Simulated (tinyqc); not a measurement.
# Ballistic Schottky-barrier transistor with a one-dimensional channel, WKB contacts, step by step

Numbers from tinyqc (`OMP_NUM_THREADS=1 python tinyqc.py 2390108 2390109 out.jsonl`; about 0.03 s on one thread of a shared Intel Xeon 2.30GHz). Printed values are rounded.

Source Fermi level 0, drain Fermi level -Vd. Far from the contacts Ec = pn - psi, and the gate moves psi one to one; the band edges relax as exp(-x/lam) from pn at the source and pn - Vd at the drain; Ev = Ec - Eg. A carrier of energy w inside the channel band meets at a contact a barrier of height D (the contact edge beyond the channel edge): T = 1 for w >= D, else exp(-S), S = 4 lam sqrt(m/C) [sqrt(D - w) - sqrt(w) arctan sqrt((D - w)/w)], C = hbar^2/(2 m0). The two contacts combine as Ts Td/(Ts + Td - Ts Td).

Inputs (values chosen for the exercise); channel values close to those of a carbon nanotube:
```
symbol,value,unit,meaning
T,300,K,temperature
Eg,0.814,eV,band gap
pn,0.46,eV,barrier for electrons at both contacts
mn,0.061,m0,electron mass
mp,0.063,m0,hole mass
g,2,,valleys or subbands
lam,2.9,nm,screening length at the contacts
Vd,0.3,V,drain bias
ps,0.62,V,band shift psi of the channel by the gate
w0,0.21,eV,energy of one carrier inside the channel band
wm,0.8,eV,upper end of the grid
nE,13,,points of the grid
```

Constants: q = 1.602176634e-19 C, kB = 1.380649e-23 J/K, hbar = 1.054571817e-34 J s, h = 6.62607015e-34 J s, m0 = 9.1093837015e-31 kg, Vt = kB T/q, hbar^2/(2 m0) = 0.0380998212 eV nm^2. Results are converted to the units shown.

Range of the model: No scattering, image-force lowering, channel charge or band-to-band tunnelling; parabolic kappa overstates S deep in the gap.

## Band edges and barriers

Electrons: Ds = psi, Dd = psi - Vd, Es = Ec, Ed = Ec + Vd. Holes: Ds = -psi, Dd = Vd - psi, Es = -Ev, Ed = -Ev - Vd. The size of each current is taken; both flow from drain to source and add.

Ec = -0.16 eV
Ev = -0.974 eV
D for electrons (eV): source 0.620000, drain 0.320000
D for holes (eV): source -0.620000, drain -0.320000

A negative D is no barrier. Here the electrons carry the larger current.

## Transmission of one of the electrons

S and T at both contacts for w = w0, and the tunnelling distance lam ln(D/w) at the higher barrier.

S at the source = 3.01100
S at the drain = 0.654196
combined T = 0.0471004
tunnelling distance = 3.13957 nm

## Current of the electrons on a coarse grid

I = g (2 q^2/h) int T(w) [f(Es + w) - f(Ed + w)] dw, f(y) = 1/(1 + exp(y/Vt)). Electrons: Ds = psi, Dd = psi - Vd, Es = Ec, Ed = Ec + Vd. Holes: Ds = -psi, Dd = Vd - psi, Es = -Ev, Ed = -Ev - Vd. The size of each current is taken; both flow from drain to source and add. Simpson's rule on nE equally spaced w from 0 to wm.

```
point,w (eV),Ts,Td,T,size of the supply difference
0,0.000000,9.56573e-6,2.47766e-4,9.21023e-6,0.993525
1,0.066667,0.00196661,0.0395187,0.00187690,0.973331
2,0.133333,0.0122149,0.185739,0.0115940,0.737183
3,0.200000,0.0421582,0.468411,0.0402333,0.175479
4,0.266667,0.106430,0.816917,0.103950,0.0158898
5,0.333333,0.218218,1,0.218218,0.00122347
6,0.400000,0.382575,1,0.382575,9.29251e-5
7,0.466667,0.589406,1,0.589406,7.05050e-6
8,0.533333,0.807681,1,0.807681,5.34899e-7
9,0.600000,0.977640,1,0.977640,4.05809e-8
10,0.666667,1,1,1,3.07872e-9
11,0.733333,1,1,1,2.33572e-10
12,0.800000,1,1,1,1.77202e-11
```

current = 0.196667 uA

A converged quadrature gives 0.2011 uA; this grid is 2.2 % below that. Under 0.001 % of it passes over both barriers, the rest tunnels. The other carrier adds 1.91e-11 uA.
